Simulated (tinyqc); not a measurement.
Worked calculation: defect, radiative and Auger recombination at equal electron and hole densities (ABC model). Values are carried at full precision from step to step, so a last printed digit may differ when a step is redone from the rounded ones.

J/(e d) = Ae n + B n^2 + C n^3 with Ae = A + 4 S/w (four side walls, carriers spread evenly), e = 1.602176634e-19 C, lengths in cm; internal efficiency IQE = B n^2/(Ae n + B n^2 + C n^3); all injected carriers recombine in the layer.

Parameters, chosen for this exercise (orders of magnitude like those quoted for Si; shifted at random, so the results belong to these values and not to a real crystal):

| symbol | value | unit | meaning |
|---|---|---|---|
| A | 13000 | 1/s | defect rate |
| B | 5.8e-15 | cm^3/s | radiative coefficient |
| C | 2.4e-30 | cm^6/s | Auger coefficient |
| S | 0 | cm/s | recombination velocity of the side walls |
| w | 5200 | micrometre | side of the square mesa |
| d | 210000 | nm | active thickness |
| J | 4.4 | A/cm^2 | current density |
| ex | 0.56 |  | extraction efficiency |
| Eph | 1.13 | eV | photon energy |

## The efficiency peak

IQE peaks at n_p = sqrt(Ae/C); with Q = B/sqrt(Ae C), IQE_max = Q/(Q + 2).

Ae = 1.300e+04 1/s
n_p = 7.360e+16 1/cm^3
Q = 0.03284
IQE_max = 0.0162
J at the peak = 6.54 A/cm^2

The side walls are taken as passivated.

## Carrier density at the given current

G = J/(e d). Newton steps from the smallest of G/Ae, sqrt(G/B) and (G/C)^(1/3); stop when the relative step is below 1e-9.

G = 1.308e+21 1/(cm^3 s)

Newton steps:

| step | n (1/cm^3) | rate/G | relative step |
|---|---|---|---|
| 1 | 8.1678e+16 | 1.84153 | -0.22 |
| 2 | 6.3922e+16 | 1.13290 | -0.063 |
| 3 | 5.9895e+16 | 1.00566 | -0.0031 |
| 4 | 5.9708e+16 | 1.00001 | -6.5e-06 |
| 5 | 5.9708e+16 | 1.00000 | -2.8e-11 |

n = 5.971e+16 1/cm^3

The start is an upper bound and the function is convex, so the steps fall monotonically; 5 are needed.

## Shares, lifetimes and light

Shares of the three paths; lifetime n/G = 1/(Ae + B n + C n^2); differential lifetime 1/(Ae + 2 B n + 3 C n^2) and bandwidth 1/(2 pi tau_d); optical power density ex IQE J Eph/e.

shares: defect 0.5935, radiative 0.0158, Auger 0.3906

lifetime = 4.57e+04 ns
differential lifetime = 2.54e+04 ns
bandwidth = 0.00626 MHz
optical power density = 0.0440 W/cm^2

The defect path is the largest; the device runs below its efficiency peak, where the defect and Auger shares are equal.

## Checks

- Density from Newton steps against bisection (1/cm^3): both 5.9708e+16.

Program tinyqc; command `OMP_NUM_THREADS=1 python tinyqc.py 1680777 1680778 out.jsonl`; about 0.01 s on one thread of a shared Intel(R) Xeon(R) Processor @ 2.30GHz.
